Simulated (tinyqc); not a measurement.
Inside a calculation. Model: admittance spectroscopy and thermally stimulated current of one trap level in a depletion layer. Computed by tinyqc, a small Python program that keeps every step. Command: `OMP_NUM_THREADS=1 python tinyqc.py 3110709 3110710 out.jsonl admit walk`. One thread of a shared host (Intel(R) Xeon(R) Processor @ 2.30GHz), about 0.01 s of CPU time with the checks. Intermediate numbers are printed to about 6 digits and carried at full precision; extremes and crossings named in words are read from the listed rows.

A Schottky junction on n-type material holds one donor-like electron trap; shallow donors are fully ionised and abrupt depletion edges are assumed.

Inputs (values chosen for the exercise, modelled on n-type beta-Ga2O3):
```
quantity                         value    unit
dielectric constant eps           10.4       -
density-of-states mass m         0.287     m_0
shallow doping N               2.1e+16  1/cm^3
trap density N_t               4.6e+14  1/cm^3
trap depth E_t below the band    0.583      eV
capture cross section sigma    7.1e-15    cm^2
band bending V_b                   1.6       V
test frequency f                300000      Hz
heating rate beta                 0.53     K/s
```

Constants: k_B = 1.380649e-23 J/K; m_0 = 9.1093837015e-31 kg; h = 6.62607015e-34 J s; k_B = 8.617333262e-05 eV/K; eps_0 = 8.8541878128e-12 F/m; e = 1.602176634e-19 C.

## Temperature of the peak

N_c = 2 (2 pi m k_B T/h^2)^(3/2), v_th = sqrt(3 k_B T/m), emission rate e_n = sigma v_th N_c exp(-E_t/(k_B T)). Where the level crosses the Fermi level capture equals emission, so the trap follows the signal with the rate 2 e_n; G/omega peaks at omega = 2 e_n (the correction for large N_t/N is left out). Solve 2 e_n(T_p) = 2 pi f.

peak temperature T_p = 473.969 K

N_c at T_p = 7.66193e+18 1/cm^3

e_n at T_p = 942478 1/s

E_c - E_F = k_B T_p ln(N_c/N) = 0.240956 eV

## The capacitance step

With E_c - E_F = k_B T_p ln(N_c/N): lambda = sqrt(2 eps eps_0 (E_t - (E_c - E_F))/(e^2 N)); traps are empty and charged for x < x_t = w - lambda, and V_b = e (N w^2 + N_t x_t^2)/(2 eps eps_0). High frequency: C_hf = eps eps_0/w. Low frequency: C_lf = eps eps_0 (N + N_t)/(N w + N_t x_t).

lambda = 136.830 nm

depletion width w = 295.011 nm

crossing point x_t = 158.181 nm

C_hf = 31.2136 nF/cm^2

C_lf = 31.5271 nF/cm^2

step (C_lf - C_hf)/C_hf = 0.0100418

small-N_t estimate (N_t/N)(lambda/w) = 0.0101597

Reading N_t/N straight from the step would give 0.0100 against the true 0.0219: the factor lambda/w must be known.

## Scan in temperature at fixed frequency

With x = omega/(2 e_n): C = C_hf + (C_lf - C_hf)/(1 + x^2), G/omega = (C_lf - C_hf) x/(1 + x^2); C_hf and C_lf are held at their values at T_p.

Admittance:
```
T (K)  omega/(2 e_n)  C (nF/cm^2)  G/omega (nF/cm^2)
417.1        9.04137      31.2174           0.034248
436.1        4.07976      31.2314           0.072474
450.3        2.34607      31.2618           0.113061
464.5        1.39284      31.3202           0.148494
474.0        0.99894      31.3705           0.156720
483.4        0.72769      31.4185           0.149123
497.7        0.45918      31.4725           0.118864
516.6        0.25920      31.5073           0.076128
540.3        0.13341      31.5216           0.041085
```

The peak of G/omega is half the step, 0.157 nF/cm^2. Its full width is near 2 ln(2 + sqrt3) k_B T_p^2/(E_t + 2 k_B T_p) = 76.7 K.

## Arrhenius plot

T_p for 0.1, 0.3, 1, 3 and 10 f; least-squares lines of ln(e_n/T^2) and of ln(e_n) against 1/(k_B T), e_n = pi f; sigma = exp(intercept)/(v_th N_c/T^2).

Peaks:
```
f (Hz)    T_p (K)  1/(k_B T) (1/eV)  ln(e_n/T^2)  ln(e_n)
3.00e+04  414.805           27.9758     -0.60193  11.4537
9.00e+04  441.187           26.3030      0.37336  12.5523
3.00e+05  473.969           24.4837      1.43398  13.7563
9.00e+05  508.123           22.8380      2.39343  14.8549
3.00e+06  551.227           21.0522      3.43456  16.0589
```

depth from e_n/T^2 = 0.583 eV

cross section from the intercept = 7.10e-15 cm^2

depth without the T^2 = 0.665023 eV

Leaving out T^2 adds 82 meV, near 2 k_B T_p = 82 meV.

## Thermally stimulated current

Thermally stimulated current without retrapping: filled share n(T) = exp(-(1/beta) int e_n dT), current proportional to e_n n; the peak obeys beta (E_t/(k_B T^2) + 2/T) = e_n(T). The integral starts at 0.5 T_m and uses 4000 trapezoid steps to 1.2 T_m. Chen's first-order estimate from the full width W = T_2 - T_1 between the half-height points: E = 2.52 k_B T_m^2/W - 2 k_B T_m.

peak temperature T_m = 231.423 K

lower half-height T_1 = 221.288 K

upper half-height T_2 = 238.683 K

filled share at T_m = 0.389431

E_t/(k_B T_m) = 29.2341

symmetry factor (T_2 - T_m)/(T_2 - T_1) = 0.417359

depth by Chen's formula = 0.628696 eV

The slow ramp empties the trap at 231 K, far below the admittance peak at 474 K, since the rate asked for is 0.072 per second instead of 940000. Chen's formula, made for a constant prefactor, gives 46 meV more than E_t.

Checks made by the program: C_lf against dQ/dV by differences (relative difference below 1e-10); depth recovered (relative difference below 1e-10); peak of the integrated curve (relative difference 3e-05).
